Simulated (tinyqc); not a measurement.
Millisecond and nanosecond annealing: surface heating, thermal budget and solid-phase regrowth. Changing the preheat temperature T0. Computed by tinyqc, a small Python program. Command: `OMP_NUM_THREADS=1 python tinyqc.py 3012101 3012102 out.jsonl flash sweep`. One thread of a shared host (Intel(R) Xeon(R) Processor @ 2.30GHz), about 0.02 s of CPU time with the checks.

A square pulse heats the surface of a thick wafer with constant thermal properties; losses by radiation are neglected and silicon melts at 1414 C.

Inputs (values chosen for the exercise, modelled on hot silicon with phosphorus): incident fluence = 0.459 J/cm^2; pulse length t_p = 1.9e-07 s; reflectance R = 0.48; thermal conductivity k = 0.3 W/(cm K); heat capacity per volume c = 2.31 J/(cm^3 K); dopant prefactor D0 = 5.11 cm^2/s; dopant activation energy E = 3.7 eV; regrowth prefactor v0 = 3.4e+08 cm/s; regrowth energy E_v = 2.72 eV.

Source: pulsed laser.

Constants: k_B = 8.617333262e-05 eV/K.

Method:
- Absorbed flux q = (1 - R) fluence/t_p; kappa = k/c. With f(z, t) = (2 q/k) sqrt(kappa t) ierfc(z/(2 sqrt(kappa t))), ierfc(x) = exp(-x^2)/sqrt(pi) - x erfc(x): T = T0 + f(z, t) during the pulse and T0 + f(z, t) - f(z, t - t_p) after it.
- At the surface the rise at the end of the pulse is 2 q sqrt(t_p/(pi k c)); the fluence that just melts the surface scales with (1414 - T0).
- Temperatures in kelvin are T(C) + 273.15.
- Integrate exp(-E/(k_B T(t))) at the surface from 0 to 10 t_p (Gauss-Legendre, 60 points in sqrt(t) up to t_p and 60 in sqrt(t - t_p) after it). (Dt) = D0 x integral with E; regrowth = v0 x integral with E_v; effective time = integral/exp(-E/(k_B T_peak)).

One run for each value; columns: (1) preheat temperature T0 (C); (2) peak temperature (C); (3) diffusion length 2 sqrt(Dt) (nm); (4) effective time over t_p; (5) fluence at the melting threshold (J/cm^2):
```
(1)   (2)       (3)     (4)     (5)
120   862  0.000034  0.0773  0.8002
160   902  0.000066  0.0828  0.7755
200   942  0.000125  0.0884  0.7508
240   982  0.000226  0.0942  0.7260
320  1062  0.000670  0.1065  0.6766
360  1102  0.001102  0.1129  0.6518
400  1142  0.001762  0.1196  0.6271
440  1182  0.002749  0.1264  0.6023
```

Give the missing row, preheat temperature T0 (C) = 280.

Computed row; columns: (1) preheat temperature T0 (C); (2) peak temperature (C); (3) diffusion length 2 sqrt(Dt) (nm); (4) effective time over t_p; (5) fluence at the melting threshold (J/cm^2):
```
(1)   (2)       (3)     (4)     (5)
280  1022  0.000396  0.1003  0.7013
```

Interpolating between the two neighbouring rows (linearly) misses most in diffusion length 2 sqrt(Dt) (nm), by 13 %. Over the rows, peak temperature (C) rises from 862 to 1180; diffusion length 2 sqrt(Dt) (nm) rises from 3.36e-5 to 0.00275; effective time over t_p rises from 0.0773 to 0.126. At fixed fluence the rise is fixed, so the peak follows T0 one to one and the diffusion length follows it exponentially.

Caution (rows 120, 160, 200, 240, 280): cold silicon conducts heat several times better than the constant k used here, so the real melting fluence is higher. Caution (all rows): equilibrium diffusivities are used; implant damage enhances diffusion, and k and c vary with temperature. Caution (all rows): a diffusion length below the atomic spacing of 0.235 nm means about one jump per atom or fewer, so the profile does not change measurably.

Extremes, crossings and ranges named in words are read from the listed rows.
